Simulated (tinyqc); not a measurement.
Carrier statistics of a doped semiconductor with parabolic bands: one step. Intrinsic density and level. Five cases, with inputs chosen for the exercise.

Problem. With Boltzmann statistics ni = sqrt(Nc Nv) exp(-Eg/2kT) and Ei = Eg/2 + (kT/2) ln(Nv/Nc), counted from Ev.

Give: ni; Ei.

Case 1.

Eg = 0.0789680 eV
kT = 0.05385833 eV
Nc = 1.079980e+17 1/cm^3
Nv = 2.330220e+19 1/cm^3

Solution.

ni = 7.62e+17 1/cm^3
Ei = 0.1842 eV

Ei lies 144.7 meV above midgap, towards the band with the smaller density of states. Ei is within 3 kT of a band edge, so this Boltzmann value of ni is only rough.

Case 2.

Eg = 3.1895491 eV
kT = 0.03016067 eV
Nc = 2.301997e+19 1/cm^3
Nv = 3.976897e+19 1/cm^3

Solution.

ni = 0.000329 1/cm^3
Ei = 1.6030 eV

Ei lies 8.2 meV above midgap, towards the band with the smaller density of states.

Case 3.

Eg = 0.6803583 eV
kT = 0.02154333 eV
Nc = 7.764924e+18 1/cm^3
Nv = 3.837345e+18 1/cm^3

Solution.

ni = 7.57e+11 1/cm^3
Ei = 0.3326 eV

Ei lies 7.6 meV below midgap, towards the band with the smaller density of states.

Case 4.

Eg = 0.1620755 eV
kT = 0.03016067 eV
Nc = 5.294450e+16 1/cm^3
Nv = 9.763983e+18 1/cm^3

Solution.

ni = 4.90e+16 1/cm^3
Ei = 0.1597 eV

Ei lies 78.7 meV above midgap, towards the band with the smaller density of states. Ei is within 3 kT of a band edge, so this Boltzmann value of ni is only rough.

Case 5.

Eg = 3.2351923 eV
kT = 0.01723467 eV
Nc = 9.997013e+18 1/cm^3
Nv = 1.836100e+19 1/cm^3

Solution.

ni = 2.35e-22 1/cm^3
Ei = 1.6228 eV

Ei lies 5.2 meV above midgap, towards the band with the smaller density of states.

Computed by tinyqc, one run a case: `OMP_NUM_THREADS=1 python tinyqc.py N N+1 out.jsonl` with N = 1682088, 1682155, 1682237, 1682296, 1682397; one thread of a shared Intel(R) Xeon(R) Processor @ 2.30GHz, about 0.01 s a run at most.
